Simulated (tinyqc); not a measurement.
Ion-assisted plasma etching: sheath, surface coverage, synergy and aspect-ratio dependence: one step, computed by the program tinyqc. Command: `OMP_NUM_THREADS=1 python tinyqc.py 3000231 3000232 out.jsonl etch walk`. One thread of a shared host (Intel(R) Xeon(R) Processor @ 2.30GHz), about 0.05 s of CPU time with the checks.

Radicals adsorb on bare sites; ions remove covered sites with a high yield and bare sites by sputtering; a slow spontaneous reaction acts everywhere, walls included.

Problem. Open-field etch rate. Steady coverage: s G_n (1 - theta) = x Y G_i theta; removal flux = Y G_i theta + Y_p G_i (1 - theta) + k_c G_n; rate = flux/N, 1 cm/s = 6e8 nm/min. Lateral rate = k_c G_n/N; anisotropy = 1 - lateral/vertical; synergy = vertical/(ions alone + radicals alone), with ions alone Y_p G_i/N and radicals alone the lateral rate.

Inputs (values chosen for the exercise, close to those used for silicon dioxide in a fluorocarbon plasma):

| quantity | value | unit |
|---|---|---|
| gas temperature T_g | 500 | K |
| sticking coefficient s | 0.5 | - |
| radicals per removed unit x | 4 | - |
| spontaneous reaction probability k_c | 2.4e-05 | - |
| solid density N | 2.2e+22 | 1/cm^3 |

Feature: long trench.

yield Y = 4.755774

sputter yield Y_p = 0.2159893

ion flux G_i = 2.370543e+15 1/(cm^2 s)

radical flux G_n = 3.944528e+16 1/(cm^2 s)

Give: coverage theta; vertical rate; lateral rate; anisotropy; synergy.

Solution.

coverage theta = 0.3043

vertical rate = 103.3 nm/min

lateral rate = 0.02582 nm/min

anisotropy = 0.9998

synergy = 7.384

Ions and radicals both limit the rate. Caution: a sheath of several millimetres is collisional at usual pressures, which lowers the ion energy and widens the angles.
